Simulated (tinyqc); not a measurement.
Changing the film density rho: X-ray reflectivity of a thin film on silicon: critical angles, Parratt recursion, fringes and roughness. Computed by tinyqc, a small Python program. Command: `OMP_NUM_THREADS=1 python tinyqc.py 3120697 3120698 out.jsonl xrr sweep`. One thread of a shared host (Intel(R) Xeon(R) Processor @ 2.30GHz), about 0.01 s of CPU time with the checks.

n = 1 - delta + i beta; the classical electron radius is r_e = 2.8179403e-6 nm. Layer 0 is vacuum, 1 the film, 2 the substrate.

Inputs (values chosen for the exercise, modelled on ruthenium on silicon, copper K-alpha radiation):

| quantity | value | unit |
|---|---|---|
| wavelength lambda | 0.15406 | nm |
| effective electrons per unit mass, film | 0.435 | mol/g |
| beta/delta, film | 0.087 | - |
| film thickness d | 30.7 | nm |
| roughness of the surface sigma_1 | 0.69 | nm |
| roughness of the interface sigma_2 | 0.41 | nm |
| substrate density | 2.33 | g/cm^3 |
| effective electrons per unit mass, substrate | 0.507 | mol/g |
| beta/delta, substrate | 0.023 | - |
| grazing angle theta | 1.33 | degrees |

Constants: N_A = 6.02214076e+23 1/mol.

Method:
- delta = r_e lambda^2 rho_e/(2 pi), rho_e = density x electrons per mass x N_A; critical angle sqrt(2 delta), q_c = 4 sqrt(pi r_e rho_e).
- k_j = (2 pi/lambda) sqrt(sin^2 theta - 2 delta_j + 2 i beta_j); r_ij = (k_i - k_j)/(k_i + k_j) x exp(-2 k_i k_j sigma^2) (Nevot-Croce); r = (r_01 + r_12 p)/(1 + r_01 r_12 p), p = exp(2 i k_1 d); R = |r|^2.
- Far above the critical angle the period is d theta = lambda/(2 d), or 2 pi/d in q; the envelope runs between (|r_01| - |r_12 p|)^2 and (|r_01| + |r_12 p|)^2; contrast = 2 a b/(a^2 + b^2) with a = |r_01|, b = |r_12 p|; roughness factors on the amplitudes are about exp(-q^2 sigma^2/2).

One run for each value:

| film density rho (g/cm^3) | critical angle of the film (degrees) | contrast | reflectivity R |
|---|---|---|---|
| 6.10 | 0.3342 | 0.9812 | 0.000006 |
| 7.23 | 0.3638 | 0.9935 | 0.000030 |
| 8.37 | 0.3915 | 0.9974 | 0.000092 |
| 9.50 | 0.4170 | 0.9986 | 0.000205 |
| 10.60 | 0.4405 | 0.9988 | 0.000374 |
| 11.80 | 0.4648 | 0.9986 | 0.000619 |
| 12.90 | 0.4860 | 0.9979 | 0.000879 |
| 14.00 | 0.5063 | 0.9967 | 0.001143 |

What does the table show, and why?

Over the rows, critical angle of the film (degrees) rises from 0.334 to 0.506 (exponent d ln y / d ln x about 0.50 throughout); contrast goes from 0.981 through a maximum among these rows, 0.999 at 10.6, to 0.997; reflectivity R rises from 6.46e-6 to 0.00114 (exponent d ln y / d ln x 9.1 between the first rows and 3.2 between the last). The exponent of critical angle of the film stays at 0.50: delta is proportional to the density.

Extremes, crossings and ranges named in words are read from the listed rows.
